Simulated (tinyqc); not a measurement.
Worked calculation: hydrogen passivation of interface dangling bonds: competing passivation and dissociation with distributed barriers. Computed by tinyqc, a small Python program that keeps every step. Command: `OMP_NUM_THREADS=1 python tinyqc.py 3027719 3027720 out.jsonl passiv walk`. One thread of a shared host (Intel(R) Xeon(R) Processor @ 2.30GHz), about 0.02 s of CPU time with the checks. Intermediate numbers are printed to about 5 digits and carried at full precision; extremes and crossings named in words are read from the listed rows.

P_b + H2 gives P_bH + H at the rate k_f [H2]; P_bH gives P_b + H at the rate k_d. All defects start unpassivated. E_f and E_d are Gaussian and independent.

Inputs (values chosen for the exercise, close to those used for P_b centres at the silicon-oxide interface):
```
quantity                                      value          unit
defect density N0                           5.4e+11        1/cm^2
passivation prefactor k_f0                    1e-07        cm^3/s
mean passivation barrier E_f                   1.53            eV
spread sigma_f                                 0.03            eV
dissociation prefactor k_d0                 1.7e+12           1/s
mean dissociation barrier E_d                  2.65            eV
spread sigma_d                                 0.03            eV
H2 in the oxide per atm, solubility factor  1.6e+18  1/(cm^3 atm)
hydrogen pressure p                             0.1           atm
anneal temperature T                            650             C
anneal time t                                   240             s
oxide thickness                                  27            nm
```

Constants: k_B = 8.617333262e-05 eV/K; e = 1.602176634e-19 C; eps_0 = 8.8541878128e-12 F/m.

## Single barriers

[H2] = solubility factor x p; a = k_f0 [H2] exp(-E_f/(k_B T)), d = k_d0 exp(-E_d/(k_B T)). For one pair of barriers the active share is y = [d + a exp(-(a + d) t)]/(a + d). Temperatures in kelvin are T(C) + 273.15.

passivation rate a = 71.015 1/s

dissociation rate d = 0.0057974 1/s

a t = 17044

steady active share d/(a + d) = 8.1629e-05

active share, single barriers = 8.1629e-05

Passivation has run its course, and the balance with dissociation sets the remainder. Caution: single-barrier shares below about 1e-3 are formal; measured passivation levels off well above them.

## Distributed barriers

Average y over both Gaussians with 40 x 40 Gauss-Hermite points. Active density N0 y; threshold shift if each active defect holds one charge, e N0 y t_ox/(3.9 eps_0).

active share y = 9.4101e-05

active density = 5.0814e+07 1/cm^2

threshold shift = 0.063657 mV

The spread changes the remainder by a factor 1.15: sigma_f/(k_B T) = 0.38 and sigma_d/(k_B T) = 0.38. Caution: densities below a few 1e9 per cm^2 are formal: other defects set the floor in real interfaces.

## Best anneal temperature for this time and pressure

Minimise the averaged y over T between 150 and 900 C: find where ln y is equal at T - 0.05 and T + 0.05 C; T is rounded to 0.1 C.

best temperature = 436.6 C

least active share = 1.6326e-06

Caution: a least active share below 1e-3 is a property of the model; measured passivation levels off well above it. Caution: atomic hydrogen, which both passivates and depassivates, and further passivation during cooling are left out.

## Isochronal anneals

The formulas are those given above.

Active share after the time t:
```
T (C)     a (1/s)     d (1/s)  single barriers  distributed
200    8.0771e-07  1.0089e-16       9.9981e-01   9.9975e-01
250    2.9163e-05  5.0305e-14       9.9303e-01   9.9133e-01
300    5.6317e-04  8.4854e-12       8.7357e-01   8.5463e-01
350    6.7626e-03  6.2857e-10       1.9730e-01   2.2402e-01
400    5.6134e-02  2.4563e-08       1.8471e-06   8.0881e-04
450    3.4773e-01  5.7818e-07       1.6627e-06   2.0980e-06
500    1.7014e+00  9.0453e-06       5.3163e-06   6.5112e-06
600    2.3607e+01  8.6056e-04       3.6453e-05   4.2733e-05
700    1.9077e+02  3.2103e-02       1.6825e-04   1.9121e-04
800    1.0444e+03  6.1009e-01       5.8382e-04   6.4847e-04
```

The distributed share is least at 450 C among these rows, 2.1e-6, and the search puts the optimum at 436.6 C. On the cold side defects with high E_f survive; on the hot side dissociation, with the larger barrier, gains on passivation with an energy E_d - E_f = 1.12 eV. In that row single barriers give 1.7e-6, so the spread raises the floor. Caution: shares below about 1e-3 in these rows are formal; measured passivation levels off well above them.

Checks made by the program: Gauss-Hermite average against a fine uniform grid (relative difference below 1e-10).
